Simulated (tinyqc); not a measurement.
# Worked calculation: thin-body transistor below threshold, two-dimensional Poisson equation on a small mesh

Numbers from tinyqc (`OMP_NUM_THREADS=1 python tinyqc.py 2480093 2480094 out.jsonl`; about 0.09 s on one thread of a shared Intel Xeon 2.30GHz). Printed values are rounded.

A thin body on a thick buried insulator of low permittivity, taken as carrying no normal field at the bottom of the body (row 0). Mobile charge is neglected (subthreshold), the body is fully depleted, and potentials are counted from the intrinsic level; rows run upward to the gate, columns from source to drain.

Inputs (values chosen for the exercise); semiconductor permittivity made up: temperature T = 250 K; relative permittivity of the semiconductor eps_r = 14.2; relative permittivity of the insulator eox = 9; body thickness tb = 6 nm; insulator thickness tox = 4 nm; channel length L = 35 nm; acceptor density of the depleted body Na = 2e18 cm^-3; potential of the source Vbi = 0.58 V; gate offset Vfb = 0.01 V; gate voltage Vg = 0.05 V; drain voltage Vd = 1 V.

Constants: q = 1.602176634e-19 C, kB = 1.380649e-23 J/K, Vt = kB T/q, eps0 = 8.8541878128e-14 F/cm where lengths are in cm. Results are converted to the units shown.

## Coefficients of the five-point equations

Mesh: rows i = 0..2 in the semiconductor (step hs = tb/2, row 2 on the interface), then 2 step(s) ho = tox/2 up to the gate row 4; columns j = 0..5 (step hy = L/5). Box integration, divided by eps0: up_i = eps hy/h of the interval above row i, dn_i = that of the interval below (0 for row 0), lat_i = (sum of eps h/2 over the intervals above and below)/hy, s_i = -q Na w_i hy/eps0 with w_i the semiconductor height of the box (hs/2 for row 0 and the interface row, hs between, 0 in the insulator). Each free node obeys (up + dn + 2 lat) psi = up psi(above) + dn psi(below) + lat [psi(left) + psi(right)] + s.

```
row        up        dn       lat       s (V)
0    33.13333         0  3.042857  -0.3799977
1    33.13333  33.13333  6.085714  -0.7599954
2        31.5  33.13333  4.328571  -0.3799977
3        31.5      31.5  2.571429           0
```

## Iteration 1: Jacobi sweep

psi at the start (fixed values on the edges, free nodes linear between source and drain columns) (V):
```
            j=0       j=1       j=2       j=3       j=4       j=5
row 0  0.580000  0.780000  0.980000  1.180000  1.380000  1.580000
row 1  0.580000  0.780000  0.980000  1.180000  1.380000  1.580000
row 2  0.580000  0.780000  0.980000  1.180000  1.380000  1.580000
row 3  0.310000  0.410000  0.510000  0.610000  0.710000  0.810000
row 4  0.040000  0.040000  0.040000  0.040000  0.040000  0.040000
```

Free nodes: rows 0..3, columns 1..4, taken row by row from row 0, left to right. t = (up psi(above) + dn psi(below) + lat [psi(left) + psi(right)] + s)/(up + dn + 2 lat), with all neighbours from the previous sweep; psi(new) = t.

psi after iteration 1 (V):
```
            j=0       j=1       j=2       j=3       j=4       j=5
row 0  0.580000  0.770311  0.970311  1.170311  1.370311  1.580000
row 1  0.580000  0.770311  0.970311  1.170311  1.370311  1.580000
row 2  0.580000  0.615790  0.772811  0.929831  1.086851  1.580000
row 3  0.310000  0.410000  0.510000  0.610000  0.710000  0.810000
row 4  0.040000  0.040000  0.040000  0.040000  0.040000  0.040000
```

## Iteration 2: Jacobi sweep

As before.

psi after iteration 2 (V):
```
            j=0       j=1       j=2       j=3       j=4       j=5
row 0  0.580000  0.761374  0.960622  1.160622  1.361374  1.580000
row 1  0.580000  0.696102  0.877195  1.059040  1.241636  1.580000
row 2  0.580000  0.599173  0.743957  0.895901  1.067696  1.580000
row 3  0.310000  0.334092  0.414224  0.494356  0.574488  0.810000
row 4  0.040000  0.040000  0.040000  0.040000  0.040000  0.040000
```

## Course of the iteration: Jacobi sweep

Stop when the largest change of psi is below 1e-7 V, or after 400 iterations. Fixed values: gate row Vg - Vfb; column 0 at Vbi and the last column at Vbi + Vd in the semiconductor, each running linearly to Vg - Vfb across the insulator.

Course of the iteration:
```
iteration  psi at row 0, j = 2 (V)  largest |change| of one entry (V)
1                        0.9703109                              0.293
2                        0.9606218                              0.136
3                        0.8805098                              0.118
4                        0.8422694                             0.0990
5                        0.7742449                             0.0871
6                        0.7292027                             0.0706
7                        0.6747218                             0.0637
8                        0.6320444                             0.0513
9                        0.5877601                             0.0479
...                            ...                                ...
140                      0.1381666                            2.03e-7
141                      0.1381664                            1.85e-7
142                      0.1381663                            1.68e-7
143                      0.1381661                            1.53e-7
144                      0.1381660                            1.39e-7
145                      0.1381659                            1.27e-7
146                      0.1381658                            1.15e-7
147                      0.1381657                            1.05e-7
148                      0.1381656                            9.54e-8
```

Converged in 148 iterations. At the end each change is about 0.91 times the one before: linear convergence.

## Barrier, swing and barrier lowering

converged psi (V):
```
            j=0       j=1       j=2       j=3       j=4       j=5
row 0  0.580000  0.236205  0.138165  0.248450  0.656386  1.580000
row 1  0.580000  0.225104  0.130501  0.232584  0.620496  1.580000
row 2  0.580000  0.189132  0.109650  0.187155  0.502558  1.580000
row 3  0.310000  0.120569  0.078209  0.118744  0.285852  0.810000
row 4  0.040000  0.040000  0.040000  0.040000  0.040000  0.040000
```

d psi/dVg on row 0: j=0 0.0000000, j=1 0.5301657, j=2 0.7461302, j=3 0.7461302, j=4 0.5301657, j=5 0.0000000
d psi/dVd on row 0: j=0 0.000000, j=1 0.024827, j=2 0.071792, j=3 0.182078, j=4 0.445008, j=5 1.000000

The barrier is read along row 0, the path farthest from the gate. Take the node j of lowest psi: barrier Vbi - psi_j; swing Vt ln 10/(d psi_j/dVg); DIBL = (d psi_j/dVd)/(d psi_j/dVg). The derivatives solve the same equations with s = 0 and a unit change of that voltage.

j = 2
barrier = 0.4418353 V
swing = 66.48352 mV/decade
DIBL = 96.21948 mV/V

A mesh of 12, 8 and 80 steps (semiconductor, insulator, channel) gives a barrier of 0.462 V, a swing of 64.8 mV a decade and a DIBL of 84.7 mV/V; the small mesh puts the barrier 4.3 % below that.
